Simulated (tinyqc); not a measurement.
Temperatures in a stack of 4 dies with leakage feedback: one step of the calculation.

One-dimensional heat flow to a sink below die 0. The power of each die is released in a plane at its top; from the plane of die j > 0 heat crosses its silicon (ts), a bond layer and the wiring of die j - 1; from die 0 it crosses t0, paste and sink. Copper shares the path through bond and wiring in parallel: k_eff = fm km + (1 - fm) k. Silicon is taken at the temperature of the plane above it. Leakage is P_l exp((T - 350 K)/Tl).

Question. Resistances per area at 300 K. R = thickness/conductivity for each layer.

Inputs (values chosen for the exercise); conductivities of the order met in silicon, wiring layers, bonds and pastes:

| symbol | value | unit | meaning |
|---|---|---|---|
| k0 | 139 | W/(m K) | conductivity of silicon at 300 K |
| ts | 30 | um | thickness of a thinned die |
| t0 | 775 | um | thickness of the die next to the sink |
| tb | 12 | um | thickness of the wiring layers |
| kb | 3.6 | W/(m K) | conductivity of the wiring layers |
| tg | 1 | um | thickness of a bond layer |
| kg | 0.7 | W/(m K) | conductivity of the bond dielectric |
| fm | 0.03 |  | area share of copper through bond and wiring |
| km | 390 | W/(m K) | conductivity of copper |
| Rt | 0.12 | K cm^2/W | paste and lid |
| Rs | 0.89 | K cm^2/W | heat sink |

Wanted: thick die; thinned die; k_eff of the bond; k_eff of the wiring; bond plus wiring; paste plus sink.

Answer.

thick die = 0.055755 K cm^2/W
thinned die = 0.0021583 K cm^2/W
k_eff of the bond = 12.379 W/(m K)
k_eff of the wiring = 15.192 W/(m K)
bond plus wiring = 0.0087067 K cm^2/W
paste plus sink = 1.0100 K cm^2/W

tinyqc, about 0.03 s, one thread, Intel Xeon 2.30GHz (shared host): `OMP_NUM_THREADS=1 python tinyqc.py 2162056 2162057 out.jsonl`
